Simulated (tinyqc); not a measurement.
Wannier function of the lower band of a two-orbital chain, step by step. Values are carried at full precision from step to step, so a last printed digit may differ when a step is redone from the rounded ones.

H(k) = [[-d/2 - 2 ta cos k, -t1 - t2 exp(-ik)], [-t1 - t2 exp(ik), d/2 - 2 tb cos k]], k in 1/a, Bloch sums with exp(ikR) and without the positions inside the cell. Mesh k_j = 2 pi j/N. Projection gauge: each lower eigenvector u is multiplied by the phase that makes <trial|u> real and positive (the one-band case of Loewdin orthogonalisation). Wannier amplitudes w(R) = (1/N) sum_k exp(ikR) u(k); hoppings H(R) = (1/N) sum_k exp(-ikR) E(k).

Inputs chosen for the exercise:
- d = 1.45 eV (A at -d/2, B at +d/2)
- t1 = 1.32 eV (A-B in the cell)
- t2 = 1.48 eV (B to A of the next cell)
- ta = -0.29 eV (A-A between cells)
- tb = 0.23 eV (B-B between cells)
- N = 5 (k points)
- th = 60 degrees (trial orbital cos(th) A + sin(th) B in cell 0)
- xb = 0.37 a (position of B (A at 0))
- a = 4.1 angstrom (period)
- kq = 1.83 1/a (point off the mesh)

## Bloch states in the projection gauge

Diagonalise at each mesh point and fix the phase.

Mesh:
```
j,E lower (eV),E upper (eV),u_A,u_B,|<trial|u>|
0,-2.7475,2.8675,0.73247,0.68080,0.9558
1,-2.3178,2.3549,0.72957-0.29748i,0.59138+0.17175i,0.8769
2,-1.4923,1.3952,0.83403-0.44851i,0.19018+0.25895i,0.5817
3,-1.4923,1.3952,0.83403+0.44851i,0.19018-0.25895i,0.5817
4,-2.3178,2.3549,0.72957+0.29748i,0.59138-0.17175i,0.8769
```

The projection is smallest at j = 2 and 3 (0.5817); the gauge is smooth as long as it stays away from zero.

## The Wannier function

w(R) = (1/N) sum_j exp(2 pi i j R/N) u_j, for the N cells nearest the origin; it is real.

Amplitudes:
```
R,on A,on B
-2,0.1142,-0.0898
-1,-0.2518,0.2739
0,0.7719,0.4488
1,0.1854,0.0215
2,-0.0872,0.0264
```

norm = 1.0000

Cell 0 holds 79.7 % of the weight.

## Centre and spread in real space

Point-like orbitals at R (A) and R + xb (B): centre <x>, spread <x^2> - <x>^2.

centre in units of a = -0.024
centre in angstrom = -0.097
spread = 4.427 angstrom^2

## The same from overlaps (Marzari-Vanderbilt)

b = 2 pi/N; M_j = u_j^+ diag(1, exp(-i b xb)) u_(j+1), with u_N = u_0. Centre = -(1/2 pi) sum arg M_j; gauge-invariant part Omega_I = (1/(N b^2)) sum (1 - |M_j|^2); gauge-dependent part Omega_D = (1/(N b^2)) sum (arg M_j + b centre)^2.

Overlaps:
```
j,|M_j|,arg M_j (rad)
0,0.9913,-0.3010
1,0.9371,-0.0446
2,0.7955,1.0106
3,0.9371,-0.0446
4,0.9913,-0.3010
```

centre from overlaps = -0.051 a
Omega_I = 0.0817 a^2
Omega_D = 0.1502 a^2

The centre is the Berry phase over 2 pi and does not depend on the trial orbital (modulo a). Omega_D is 64.8 % of the total; in one dimension a gauge that spreads the phase evenly removes it. The total is 0.2320 a^2, against 0.2737 a^2 (centre -0.058 a) in real space on 96 cells. The overlaps are finite differences in k, which are coarse on this mesh, and the function does not fit into N cells.

## Hoppings and interpolation

H(R) = (1/N) sum_j E_j cos(2 pi j R/N) for R = 0 to N/2. Interpolation: E(k) = H(0) + 2 sum H(R) cos(kR), the term R = N/2 of an even mesh counted once.

H(0), H(1), ... (eV): -2.0735  -0.3531  0.0161

interpolated E(kq) = -1.9205 eV

The exact value is -1.9306 eV; the interpolation is off by +10.0 meV. Though the chain has short hoppings, the single band has longer ones, made by paths through the other orbital, which the tails of the Wannier function carry.

## Checks

- Centre from overlaps against the real-space centre on 200 points: both -0.05832.
- Omega_I + Omega_D against the real-space spread on 200 points: both 0.274.

tinyqc: `OMP_NUM_THREADS=1 python tinyqc.py 1482482 1482483 out.jsonl`; about 0.2 s, one thread, shared Intel(R) Xeon(R) Processor @ 2.30GHz.
